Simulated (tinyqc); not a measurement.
From one set of inputs to another, one input at a time: defect equilibria of an oxide against oxygen pressure (mass action). Computed by tinyqc, a small Python program. Command: `OMP_NUM_THREADS=1 python tinyqc.py 3006640 3006641 out.jsonl brouwer ladder`. One thread of a shared host (Intel(R) Xeon(R) Processor @ 2.30GHz), about 0.01 s of CPU time with the checks.

Defects: oxygen vacancies V (charge +2), electrons n, holes p, the ionic partner X = V_M'' (charge -2). Activities are taken equal to concentrations.

The inputs printed are set A. Inputs not listed in the table keep their values of set A, so the rows need not describe a real material.

Inputs (values chosen for the exercise, for a model oxide): reduction enthalpy H_r = 5.34 eV; prefactor K_r0 = 4e+70 cm^-9 atm^(1/2); gap E_g = 3.22 eV; prefactor N_c N_v = 4.8e+41 cm^-6; disorder enthalpy H_s = 2.88 eV; prefactor K_s0 = 6.9e+45 cm^-6; temperature T = 1200 K; oxygen pressure P = 3e-05 atm; electron mobility mu_n = 0.012 cm^2/(V s); hole mobility mu_p = 0.017 cm^2/(V s); vacancy diffusion prefactor D_0 = 0.0039 cm^2/s; vacancy migration energy E_m = 0.68 eV.

Ionic disorder: Schottky, oxide MO. Dopant (singly charged, fully ionised): none.

Constants: k_B = 8.617333262e-05 eV/K; e = 1.602176634e-19 C.

Method:
- K_r = K_r0 exp(-H_r/k_B T) = [V] n^2 P^(1/2); K_i = N_c N_v exp(-E_g/k_B T) = n p; K_s = K_s0 exp(-H_s/k_B T) = [X] [V].
- Neutrality: 2 [V] + p = n + 2 [X]. With n as the unknown, [V] = K_r/(n^2 P^(1/2)), p = K_i/n, [X] = K_s/[V]; the log ratio is ln(positive/negative).
- The root is found by 60 bisections in ln n between n = 1e-10 and 1e25 cm^-3.
- sigma_n = e n mu_n, sigma_p = e p mu_p, sigma_ion = 2 e [V] mu_V with mu_V = 2 e D/(k_B T) and D = D_0 exp(-E_m/k_B T); only the oxygen vacancies carry ionic current, and the ionic transport number is sigma_ion over the total.

Each row keeps all changes above it:
```
input moved                         from       to   n (cm^-3)  [X] (cm^-3)  total conductivity (S/cm)
set A                                  -        -  5.5249e+16   6.1879e+16                 1.0924e-04
vacancy migration energy E_m (eV)   0.68     0.58  5.5249e+16   6.1879e+16                 1.1415e-04
disorder enthalpy H_s (eV)          2.88     3.55  8.1615e+16   2.0728e+14                 1.6055e-04
reduction enthalpy H_r (eV)         5.34     5.39  6.9422e+16   2.4322e+14                 1.3657e-04
gap E_g (eV)                        3.22     3.79  6.9422e+16   2.4322e+14                 1.3657e-04
oxygen pressure P (atm)            3e-05    2e-17  7.4449e+18   2.2839e+12                 1.4643e-02
prefactor K_r0 (cm^-9 atm^(1/2))   4e+70  2.5e+67  6.3651e+17   2.6711e+13                 1.2520e-03
temperature T (K)                   1200      700  2.5944e+12   1.4686e+08                 4.9916e-09
```

n goes from 5.52e16 to 2.59e12, a factor 4.70e-5 in all. The largest single move comes from temperature T (a factor 4.08e-6), and oxygen pressure P works against it (a factor 107). [X] goes from 6.19e16 to 1.47e8, a factor 2.37e-9 in all. The largest single move comes from temperature T (a factor 5.50e-6), and prefactor K_r0 works against it (a factor 11.7). Total conductivity goes from 1.09e-4 to 4.99e-9, a factor 4.57e-5 in all. The largest single move comes from temperature T (a factor 3.99e-6), and oxygen pressure P works against it (a factor 107). The single moves hold for this order of the switches; the total does not depend on the order.

Extremes, crossings and ranges named in words are read from the listed rows.
